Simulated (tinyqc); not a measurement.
Trap density from swing and capacitance.

Question. In an MOS structure at one bias the subthreshold swing is S = Vt ln 10 (1 + (Cd + q Dit)/Cox) and 1/C_HF = 1/Cox + 1/Cd, Cox = 3.9 eps0/EOT. Find Cd and Dit.

Parameters, values chosen for the exercise: temperature T = 200 K; equivalent oxide thickness EOT = 29 nm.

Constants: q = 1.602176634e-19 C, kB = 1.380649e-23 J/K, Vt = kB T/q, eps0 = 8.8541878128e-14 F/cm where lengths are in cm. Results are converted to the units shown.

S = 202.48769 mV/decade
C_HF = 27.700055 nF/cm^2

Answer. C_HF gives Cd, and the swing gives Cd + q Dit.

Cd = 36.10 nF/cm^2
Dit = 2.824e12 cm^-2 eV^-1

Program tinyqc, `OMP_NUM_THREADS=1 python tinyqc.py 2030058 2030059 out.jsonl`; Intel Xeon 2.30GHz, shared host, one thread, about 0.01 s.
